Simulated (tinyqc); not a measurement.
Configuration-coordinate model of carrier capture at a defect: sweeps and comparisons. A value that a table varies takes the place of the one given here.

Two parabolas of equal curvature k in one coordinate Q: with the carrier free at the band edge, U_f = k Q^2/2; with the carrier trapped, U_t = k (Q - dQ)^2/2 - ET. ER = k dQ^2/2, Huang-Rhys factor S = ER/hw, hw = 0.0646541 sqrt(k/M) eV for k in eV/angstrom^2 and M in u. The curves cross at a height Eb = (ER - ET)^2/(4 ER) above the free minimum.

Multiphonon factor for giving p = ET/hw phonons to the lattice: W = exp(-S (2 nb + 1)) ((nb + 1)/nb)^(p/2) I_p(x), nb = 1/(exp(hw/kT) - 1), x = 2 S sqrt(nb (nb + 1)), I_p the modified Bessel function. Classical limit: W = hw exp(-Eb/kT)/sqrt(4 pi ER kT). At T = 0: exp(-S) S^p/Gamma(p + 1).

Constants: kB = 8.617333262e-05 eV/K.

Values chosen for the exercise (of the size met at a deep level in GaN; not measured data): ET = 0.72 eV (thermal depth of the level below the band edge); ER = 0.34 eV (relaxation energy); hw = 0.035 eV (phonon energy of the mode); T = 350 K (temperature).

## Capture against temperature

The local activation energy is -d ln W/d(1/kT), by central differences with T changed by 1 %.

Against T:
```
T (K),kT/hw,log10 W,"log10 W, classical",activation energy (eV)
40,0.098,-3.045,-13.918,0.0000
60,0.148,-3.043,-9.546,0.0002
80,0.197,-3.031,-7.379,0.0012
120,0.295,-2.965,-5.238,0.0065
160,0.394,-2.859,-4.185,0.0148
220,0.542,-2.678,-3.342,0.0286
300,0.739,-2.459,-2.761,0.0439
400,0.985,-2.249,-2.378,0.0563
550,1.354,-2.040,-2.082,0.0645
```

log10 W at T = 0 = -3.046
Eb = 0.1062 eV

At 40 K log10 W is -3.05, against -3.05 at T = 0 and -13.9 classically; at 550 K the two forms differ by +0.04. The activation energy read from an Arrhenius plot goes from 0.000 eV at 40 K to 0.065 at 550 K, with its largest value 0.065 at 550 K, against Eb = 0.106 eV; the classical form itself gives Eb - kT/2. A measured slope therefore understates the barrier.

## Capture against depth of the level

ET is varied at fixed ER, hw and T, as by moving the band edge with alloying or pressure.

Against ET:
```
ET/ER,ET (eV),Eb (eV),log10 W,"log10 W, classical"
0.10,0.034,0.0688,-1.955,-2.002
0.25,0.085,0.0478,-1.658,-1.699
0.50,0.170,0.0213,-1.294,-1.317
0.75,0.255,0.0053,-1.088,-1.087
1.00,0.340,0.0000,-1.032,-1.011
1.25,0.425,0.0053,-1.115,-1.087
1.50,0.510,0.0213,-1.328,-1.317
2.00,0.680,0.0850,-2.102,-2.235
3.00,1.020,0.3400,-4.816,-5.907
```

Capture is fastest at ET/ER = 1 among these rows, where the barrier vanishes or nearly so. The classical form is symmetric about ET = ER; the quantum one gives -1.29 at 0.5 and -1.33 at 1.5, against -1.32 for both. At ET = 3 ER it lies 1.1 decades above the classical value: deep levels capture by emitting many phonons, and the rate falls with depth by 8.0 decades per eV between the last two rows. Rows deeper than the gap of the host are formal.

## Phonon side bands at T = 0

Weights exp(-S) S^j/j! of the line with j phonons, S = ER/hw; absorption at ET + j hw, emission at ET - j hw (a dash if negative).

Lines:
```
j,weight,absorption (eV),emission (eV)
0,0.00006,0.720,0.720
1,0.00059,0.755,0.685
2,0.00285,0.790,0.650
3,0.00923,0.825,0.615
4,0.02242,0.860,0.580
5,0.04355,0.895,0.545
6,0.07051,0.930,0.510
7,0.09786,0.965,0.475
8,0.11882,1.000,0.440
9,0.12825,1.035,0.405
10,0.12459,1.070,0.370
11,0.11003,1.105,0.335
12,0.08907,1.140,0.300
13,0.06656,1.175,0.265
```

The zero-phonon line holds 0.00604 % of the band and the largest weight falls on j = 9, next to S = 9.71; the lines listed add to 0.8844.

## What each parameter does

Eb, log10 W and the full width 2.35482 sqrt(ER hw coth(hw/2kT)). Each row changes one parameter from the base and keeps the others.

Results:
```
case,Eb (eV),log10 W,full width (eV)
base,0.1062,-2.345,0.3553
ET = 0.76 eV,0.1297,-2.611,0.3553
ER = 0.39 eV,0.0698,-1.954,0.3805
hw = 0.042 eV,0.1062,-2.209,0.3627
T = 380 K,0.1062,-2.285,0.3674
```

The largest shifts from the base row, up to three for each result and ties (the steps differ in size, so this ranks the rows, not the parameters). Eb (eV): ER -0.0364, ET +0.0235; unchanged at the printed digits by hw and T. log10 W: ER +0.391, ET -0.265, hw +0.136. full width (eV): ER +0.0252, T +0.0122, hw +0.0074; unchanged at the printed digits by ET.

Computed by tinyqc, a small Python program: `OMP_NUM_THREADS=1 python tinyqc.py 1481795 1481796 out.jsonl` (the numbers bound the seed that draws the inputs); one thread of a shared host (Intel(R) Xeon(R) Processor @ 2.30GHz), about 0.01 s for the whole set of steps.
